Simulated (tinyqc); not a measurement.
Strain-driven crossing of the Gamma and L valleys in a germanium-like crystal, step by step. Values are carried at full precision from step to step, so a last printed digit may differ when a step is redone from the rounded ones.

Biaxial loads: e0 is the in-plane strain e_par and the normal is free. (001): e_perp = -2 (C12/C11) e_par; exx = eyy = e_par, ezz = e_perp, no shear. (111): e_perp = -(2 C11 + 4 C12 - 4 C44)/(C11 + 2 C12 + 4 C44) e_par; exx = eyy = ezz = (2 e_par + e_perp)/3 and exy = eyz = ezx = (e_perp - e_par)/3. (110): e_perp = -(C11 + 3 C12 - 2 C44)/(C11 + C12 + 2 C44) e_par; exx = eyy = (e_par + e_perp)/2, ezz = e_par, exy = (e_perp - e_par)/2, eyz = ezx = 0. Uniaxial loads: a stress along n, scaled so that n.e.n = e0, with exx = s11 sxx + s12 (syy + szz), exy = s44 sxy/2, s11 = (C11 + C12)/((C11 - C12)(C11 + 2 C12)), s12 = -C12/((C11 - C12)(C11 + 2 C12)), s44 = 1/C44.

Constants: kB = 8.617333262e-05 eV/K; hc = 1239.841984 eV nm.

Inputs chosen for the exercise (near those of Ge, gaps at low temperature; not measured data): C11 = 130.7 GPa; C12 = 49 GPa; C44 = 65.6 GPa; load = biaxial (001) (kind of strain); e0 = 0.015 (size of the strain); Eg = 0.909 eV (gap at Gamma to the s-like level); EgL = 0.739 eV (gap to L); Dso = 0.285 eV (spin-orbit splitting); ac = -8.36 eV (conduction deformation potential); av = 1.23 eV (valence hydrostatic potential); b = -2.56 eV (tetragonal shear potential); d = -5.21 eV (trigonal shear potential); aL = -1.71 eV (hydrostatic potential of the L edge, Xd + Xu/3); XuL = 15.61 eV (uniaxial potential, L); mG = 0.0418 m0 (mass at Gamma); mL = 0.564 m0 (density-of-states mass of the four L valleys together); T = 200 K (temperature).

## The strain tensor for a biaxial (001) load

Form the tensor and its trace.

strain tensor in the cubic axes:
```
          x         y          z
x  0.015000  0.000000   0.000000
y  0.000000  0.015000   0.000000
z  0.000000  0.000000  -0.011247
```

tr(e) = 0.018753

## Band edges

Edges from the unstrained valence top: Gamma at Eg + ac tr(e); an L valley with unit axis u at EgL + aL tr(e) + XuL (u.e.u - tr(e)/3), u along [111], [1-1-1], [-11-1], [-1-11]; valence edges are the levels of the 6 x 6 matrix of X, Y, Z times spin with -Dso/3 + l exx + m (eyy + ezz) on the diagonal (cyclic), n exy off it, l = av + 2 b, m = av - b, n = sqrt(3) d. Spin-orbit term (Dso/3) L.sigma on X, Y, Z with (L_k)_ij = -i epsilon_kij: <X+|H|Y+> = -i Dso/3, <X+|H|Z-> = Dso/3, <Y+|H|Z-> = -i Dso/3, <Z+|H|X-> = -Dso/3, <Z+|H|Y-> = i Dso/3, <X-|H|Y-> = i Dso/3, and their conjugates; + and - are the spin along z.

Give the edges and the direct and indirect gaps from the top valence edge.

Gamma edge = 0.7522 eV

L edges (eV): [111] 0.7069, [1-1-1] 0.7069, [-11-1] 0.7069, [-1-11] 0.7069

valence edges from the top (eV): 0.1143  -0.0441  -0.2859

direct and indirect gap (eV): 0.6380  0.5927

The gap is indirect: Gamma lies 45 meV above the lowest L valley. The top two valence edges are 158 meV apart.

## Electrons in the Gamma valley

Non-degenerate, parabolic: share = mG^(3/2)/(mG^(3/2) + (mL^(3/2)/4) sum_i exp(-(E_Li - E_Gamma)/kT)). Also the offset at which four equal L valleys hold half of the electrons, kT ln((mL/mG)^(3/2)), and the wavelength hc/E of the direct gap.

(mL/mG)^(3/2) = 49.56
share in Gamma = 0.146 %
offset for an even split = 67.3 meV
wavelength = 1943 nm

With the L valleys as they lie here, Gamma must be 67 meV below the lowest of them to hold half of the electrons at 200 K; it lies 45 meV above. A direct gap alone is not enough.

## Checks

- Gamma and lowest L edge at e0 = 0.02045, where the linear shifts make them meet (eV): both 0.6953.

tinyqc: `OMP_NUM_THREADS=1 python tinyqc.py 1080935 1080936 out.jsonl`; about 0.01 s, one thread, shared Intel(R) Xeon(R) Processor @ 2.30GHz.
